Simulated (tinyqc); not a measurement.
Model-solid line-up of a strained alloy layer on a substrate: one step. Offsets against the substrate material. Two cases, with inputs chosen for the exercise.

Question. Give also the smallest gap across the interface, min Ec - max Ev.

dEc = Ec(substrate) - Ec(layer), dEv = Ev(layer) - Ev(substrate); positive values confine the carrier in the layer. Type I: both of one sign; type II: opposite signs; type III: the gaps do not overlap.

Case 1.

Values chosen (out of a larger set: A near GaAs, B near GaSb, substrate near InP; not measured data): Eg_s = 1.41 eV (lowest gap of the substrate); Ev_s = -0.93 eV (substrate valence edge).

Ec and the three valence edges from the top (eV): 0.599193  -0.230192  -0.297832  -0.768459

Case 2.

Values chosen (out of a larger set: A near InAs, B near InSb, substrate near GaSb; not measured data): Eg_s = 0.802 eV (lowest gap of the substrate); Ev_s = -0.03 eV (substrate valence edge).

Ec and the three valence edges from the top (eV): -0.022439  -0.271725  -0.378632  -0.863287

Give: dEc; dEv; type; smallest gap.

Answer.

Case 1.

dEc = -0.1192 eV
dEv = 0.6998 eV

type: II

smallest gap = 0.7102 eV

Electrons collect in the substrate material and holes in the layer.

Case 2.

dEc = 0.7944 eV
dEv = -0.2417 eV

type: II

smallest gap = 0.0076 eV

Electrons collect in the layer and holes in the substrate material. An offset this small is within the spread of parameter sets, so the type is not settled by this model.

Computed by tinyqc, one run a case: `OMP_NUM_THREADS=1 python tinyqc.py N N+1 out.jsonl` with N = 1081535, 1081560; one thread of a shared Intel(R) Xeon(R) Processor @ 2.30GHz, about 0.02 s a run at most.
